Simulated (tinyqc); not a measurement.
Inside a calculation. Method: plane-wave Kohn-Sham cycle with exchange-only LDA in a layered model solid. One step of it, computed by the program tinyqc.

Problem. Iteration 2: levels at that k. Diagonalise the Hermitian matrix.

H (hartree):
```
,-2,-1,+0,+1,+2
-2,0.392510,-0.135320,0.001394,0.000431,0.000334
-1,-0.135320,-0.072642,-0.135320,0.001394,0.000431
+0,0.001394,-0.135320,-0.165673,-0.135320,0.001394
+1,0.000431,0.001394,-0.135320,0.113419,-0.135320
+2,0.000334,0.000431,0.001394,-0.135320,0.764632
```

Give: eigenvalues.

Solution.

eigenvalues (hartree): -0.301  -0.045  0.154  0.432  0.792
